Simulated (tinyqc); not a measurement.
Inside a calculation. Method: empirical pseudopotential in a few plane waves. Computed by tinyqc, a small Python program that keeps every step. Settings: plane-wave index or count = 15. Command: `OMP_NUM_THREADS=1 python tinyqc.py 31634 31635 out.jsonl` (the two numbers bound the seeds that draw the settings). One thread of a shared host (Intel(R) Xeon(R) Processor @ 2.60GHz), about 0.2 s of CPU time with the checks.

## Bloch Hamiltonian at k

Parameters chosen for this model: fcc lattice, atoms at +/- a/8 (1,1,1); form factors in rydberg at |G|^2 in units of (2 pi/a)^2:
```
parameter                 value      unit
a                      5.660000  angstrom
VS(3)                 -0.191000        Ry
VS(8)                  0.017000        Ry
VS(11)                 0.089000        Ry
VA(3)                         0        Ry
VA(4)                         0        Ry
VA(11)                        0        Ry
hbar^2/2m (2 pi/a)^2   4.695154        eV
```

k point k (2 pi / a): 0.160000  -0.300000  0.270000

Basis: the 15 shortest G (labels in 2 pi/a), the same at every k. H(G,G') = c |k + G|^2 delta + VS(|G-G'|^2) cos((G-G').tau) + i VA sin((G-G').tau), tau = a/8 (1,1,1); 1 Ry = 13.605693 eV.

H(k) at k (eV), lower triangle:
```
           +0+0+0     -1-1-1     -1-1+1     -1+1-1     -1+1+1     +1-1-1     +1-1+1     +1+1-1
+0+0+0   0.885036
-1-1-1   1.837549  13.749757
-1-1+1  -1.837549   0.000000  18.820523
-1+1-1  -1.837549   0.000000   0.231297   8.115573
-1+1+1  -1.837549  -0.231297   0.000000   0.000000  13.186339
+1-1-1  -1.837549   0.000000   0.231297   0.231297   0.000000  16.754655
+1-1+1  -1.837549  -0.231297   0.000000   0.000000   0.231297   0.000000  21.825421
+1+1-1  -1.837549  -0.231297   0.000000   0.000000   0.231297   0.000000   0.231297  11.120471
+1+1+1   1.837549   0.000000  -0.231297  -0.231297   0.000000  -0.231297   0.000000   0.000000
-2+0+0   0.000000  -1.837549  -1.837549  -1.837549   1.837549   0.856240  -0.856240  -0.856240
+0-2+0   0.000000  -1.837549  -1.837549   0.856240  -0.856240  -1.837549   1.837549  -0.856240
+0+0-2   0.000000  -1.837549   0.856240  -1.837549  -0.856240  -1.837549  -0.856240   1.837549
+0+0+2   0.000000  -0.856240   1.837549  -0.856240  -1.837549  -0.856240  -1.837549   0.856240
+0+2+0   0.000000  -0.856240  -0.856240   1.837549  -1.837549  -0.856240   0.856240  -1.837549
+2+0+0   0.000000  -0.856240  -0.856240  -0.856240   0.856240   1.837549  -1.837549  -1.837549

           +1+1+1     -2+0+0     +0-2+0     +0+0-2     +0+0+2     +0+2+0     +2+0+0
+1+1+1  16.191237
-2+0+0  -0.856240  16.660752
+0-2+0  -0.856240   0.231297  25.299835
+0+0-2  -0.856240   0.231297   0.231297  14.594885
+0+0+2  -1.837549  -0.231297  -0.231297   0.000000  24.736416
+0+2+0  -1.837549  -0.231297   0.000000  -0.231297   0.231297  14.031466
+2+0+0  -1.837549   0.000000  -0.231297  -0.231297   0.231297   0.231297  22.670549
```

## Levels at k

Diagonalise the Hermitian matrix.

eigenvalues (eV): -0.873754  6.620566  9.288287  9.898596  12.749878  14.574285  14.806526  16.470159  17.553924  18.369881  19.013849  21.192309  24.918471  26.248567  27.811375

## Bands along a path

The same steps at evenly spaced points between the labelled ones.

Bands along the path (eV), lowest eight:
```
k            band 1     band 2     band 3     band 4     band 5     band 6     band 7     band 8
L          0.730600   3.522918   9.480010   9.480010  11.802462  14.772541  14.772541  16.815214
L-G 0.20   0.177227   4.264496   9.484451   9.484451  11.875209  14.716020  14.716020  16.985392
L-G 0.40  -0.558224   5.682069   9.646014   9.646014  12.145356  14.769008  14.769008  17.399328
L-G 0.60  -1.150169   7.410464   9.929036   9.929036  12.611888  14.593476  14.593476  16.075808
L-G 0.80  -1.519766   9.241152  10.241903  10.241903  13.190691  14.114425  14.114425  14.383359
G         -1.644704  10.393413  10.393413  10.393413  13.044590  13.854164  13.854164  13.854164
G-X 0.20  -1.477823   9.298080   9.957323   9.957323  13.140413  14.090585  14.541779  14.541779
G-X 0.40  -0.979791   7.544889   9.191983   9.191983  12.151253  14.274575  16.048548  16.048548
G-X 0.60  -0.159023   5.780597   8.561351   8.561351  11.460803  12.891324  17.884732  17.884732
G-X 0.80   0.968423   4.104165   8.202725   8.202725  11.170906  11.791835  19.908038  19.908038
X          2.375810   2.582713   8.163496   8.163496  11.188483  11.330510  22.107919  22.107919
```

With 4 band(s) filled, the highest filled level on these points lies at G and the lowest empty one at G-X 0.80: a gap of 0.7775 eV, indirect. This holds for the small fixed basis; with all plane waves up to |k + G|^2 = 21 (2 pi/a)^2 the gap along the path is 0.90 eV.

## Convergence with the number of plane waves

Levels at G counted from the fourth one.

Levels (eV):
```
plane waves     level 1   level 5   level 8
9            -15.498868  0.000000  0.925187
15           -12.038117  2.651177  3.460751
27           -11.394183  3.306347  3.569462
51           -11.557346  3.469528  3.737221
59           -11.609691  3.450019  3.576668
65           -11.628243  3.450019  3.524414
89           -11.587170  3.441192  3.562885
```
